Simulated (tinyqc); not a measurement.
Metal-induced gap states at the contact of a metal chain and a two-band chain: one step. Decay in the gap. Three cases, with inputs chosen for the exercise.

Question. Form cosh(q a), l = exp(-q a), q and the decay length 1/(2q) of the density.

The semiconductor alternates sites A at -Eg/2 and C at +Eg/2 with hopping -t; the gap runs from -Eg/2 to Eg/2. In the gap cosh(q a) = 1 + (Eg^2/4 - E^2)/(2 t^2) and the amplitude changes by -exp(-q a) a period. The metal has site energy 0 and hopping -tm; its end site has g_m = (E - i sqrt(4 tm^2 - E^2))/(2 tm^2). Sites 1, 2, ... count into the semiconductor, with energies e1, e2 alternating. The clean half chain has g1 = 1/(E - e1 - t^2 g2), g2 = 1/(E - e2 - t^2 g1), decaying root. With the contact G11 = 1/(1/g1 - tc^2 g_m), and the density on site j is -Im G_jj/pi = |psi_j/psi_1|^2 (-Im G11/pi), per spin, with psi_2/psi_1 = -t g2, psi_3/psi_2 = -t g1.

Give: cosh(q a); l; q; xi, the decay length of the density.

Case 1.

Values chosen (gap and optical dielectric constant near those of GaAs; the chain itself is a model; not measured data): Eg = 1.35 eV (gap); t = 1.91 eV (hopping in the semiconductor); a = 4 angstrom (period (two sites); one chain for each area a^2); E = 0.32 eV (energy from mid-gap).

Answer.

cosh(q a) = 1.04841
l = 0.73350
q = 0.07748 1/angstrom
xi, the decay length of the density = 6.453 angstrom

Case 2.

Values chosen (gap and optical dielectric constant near those of SiC; the chain itself is a model; not measured data): Eg = 3.05 eV (gap); t = 2.94 eV (hopping in the semiconductor); a = 3.08 angstrom (period (two sites); one chain for each area a^2); E = -0.35 eV (energy from mid-gap).

Answer.

cosh(q a) = 1.12744
l = 0.60674
q = 0.16222 1/angstrom
xi, the decay length of the density = 3.082 angstrom

Case 3.

Values chosen (gap and optical dielectric constant near those of HfO2; the chain itself is a model; not measured data): Eg = 5.67 eV (gap); t = 2.87 eV (hopping in the semiconductor); a = 3.6 angstrom (period (two sites); one chain for each area a^2); E = -1.8 eV (energy from mid-gap).

Answer.

cosh(q a) = 1.29120
l = 0.47438
q = 0.20715 1/angstrom
xi, the decay length of the density = 2.414 angstrom

Computed by tinyqc, one run a case: `OMP_NUM_THREADS=1 python tinyqc.py N N+1 out.jsonl` with N = 1450988, 1451112, 1451262; one thread of a shared Intel(R) Xeon(R) Processor @ 2.30GHz, about 0.01 s a run at most.
